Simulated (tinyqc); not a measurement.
CMOS inverter, nodal equation and switching: one step of the calculation.

An n-channel pull-down (bn, VTn) and a p-channel pull-up (bp, VTp) share the input Vin and the output node Vout, which carries the load C. Transistor (EKV form, voltages against the body): I = 2 n b Vt^2 [F(vp - Vs) - F(vp - Vd)] from drain to source, F(v) = ln^2(1 + exp(v/(2 Vt))), vp = (Vg - VT + sg |Vd - Vs|)/n. n-channel bodies are at 0; for the p-channel device all voltages are counted down from Vdd. b in uA/V^2 gives I in uA. Static: In = Ip. Transient: C dVout/dt = Ip - In. No velocity saturation, no gate capacitance beyond C.

Task. Output voltage by Newton steps. f = In - Ip at (Vin, Vout); G = df/dVout by a central difference with +/- 1e-6 V; Vout(new) = Vout - f/G, the step limited to +/- 0.1 V.

Values chosen for this exercise:
- T = 273 K (temperature)
- Vdd = 0.5 V (supply voltage)
- n = 1.23 (slope factor)
- sg = 0.069 (drain-induced barrier lowering)
- VTn = 0.38 V (n-channel threshold)
- VTp = 0.28 V (p-channel threshold (magnitude))
- bn = 870 uA/V^2 (gain factor of the pull-down transistor)
- bp = 260 uA/V^2 (gain factor of the pull-up transistor)
- Vin = 0.21 V (input voltage)

Constants: q = 1.602176634e-19 C, kB = 1.380649e-23 J/K, Vt = kB T/q. Results are converted to the units shown.

Vout after iteration 1 = 0.35 V

Find: In; Ip; G; Vout after iteration 2.

Result.

In = 0.0070906 uA
Ip = 0.27569 uA
G = 0.49928 uS
Vout after iteration 2 = 0.45000 V

tinyqc, about 0.05 s, one thread, Intel Xeon 2.30GHz (shared host): `OMP_NUM_THREADS=1 python tinyqc.py 2340113 2340114 out.jsonl`
